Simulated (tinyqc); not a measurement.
Worked calculation: FCI on RHF in the sto-3g basis, for H3-, spin multiplicity 1. The basis has no diffuse functions, so it cannot describe the extra electron: this is an exercise in the method, not the real anion. One step of it, computed by the program tinyqc.

Question. Integrals over molecular orbitals. (pq|rs) = sum C_ip C_jq C_kr C_ls (ij|kl), one index at a time.

coefficients C, order 1H 1s, 2H 1s, 3H 1s:
```
[[0.558289, 0.000000, 1.004154],
 [0.413989, 0.724392, -0.677420],
 [0.413989, -0.724392, -0.677420]]
```

core Hamiltonian H = T + V (hartree), order 1H 1s, 2H 1s, 3H 1s:
```
[[-1.295474, -0.568447, -0.568447],
 [-0.568447, -1.090516, -0.084915],
 [-0.568447, -0.084915, -1.090516]]
```

Two-electron integrals (ij|kl) in chemists' order, unique and non-zero (hartree):
```
(11|11) 0.774606   (21|11) 0.204792   (21|21) 0.076136   (22|11) 0.400995
(22|21) 0.204792   (22|22) 0.774606   (31|11) 0.204792   (31|21) 0.051042
(31|22) 0.100758   (31|31) 0.076136   (32|11) 0.026423   (32|21) 0.008203
(32|22) 0.019245   (32|31) 0.008203   (32|32) 0.001069   (33|11) 0.400995
(33|21) 0.100758   (33|22) 0.209402   (33|31) 0.204792   (33|32) 0.019245
(33|33) 0.774606
```

Give: one-electron integrals over orbitals h = C^T H C; Two-electron integrals over orbitals.

Answer.

one-electron integrals over orbitals h = C^T H C (hartree):
```
[[-1.3322, 0.0000, -0.1096],
 [0.0000, -1.0554, 0.0000],
 [-0.1096, 0.0000, -0.8384]]
```

Two-electron integrals over orbitals (pq|rs), unique and non-zero (hartree):
```
(11|11) 0.5034    (21|21) 0.1603    (22|11) 0.4394    (22|22) 0.5007
(31|11) 0.0766    (31|22) -0.0572   (31|31) 0.1459    (32|21) -0.1475
(32|32) 0.1502    (33|11) 0.5244    (33|22) 0.4564    (33|31) 0.0893
(33|33) 0.5695
```
